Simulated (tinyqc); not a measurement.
Strain-driven roughening and islands of a mismatched epitaxial film: one step, computed by the program tinyqc.

Film and substrate share isotropic elastic constants; the film is coherent and biaxially strained.

Question. Wetting layer. The surface energy depends on thickness as gamma + (gamma_s - gamma) exp(-h/delta). Its curvature adds W2 = (gamma_s - gamma) exp(-h/delta)/delta^2 to the restoring terms; the flat film is stable while W2 > (1 + nu)^2 w^2/gamma, which gives h_c = delta ln[(gamma_s - gamma) gamma/(delta^2 (1 + nu)^2 w^2)], or 0 if negative.

Inputs (values chosen for the exercise, modelled on Ge on Si):
```
quantity                        value   unit
Poisson ratio nu                 0.25      -
surface energy gamma             1.03  J/m^2
wetting energy gamma_s - gamma   0.14  J/m^2
decay length of wetting delta    0.43     nm
```

energy density w = 319.9576 MJ/m^3

Give: wetting-layer thickness h_c.

Answer.

wetting-layer thickness h_c = 0.6812 nm

Layer-by-layer growth up to h_c, then roughening: the Stranski-Krastanov mode.
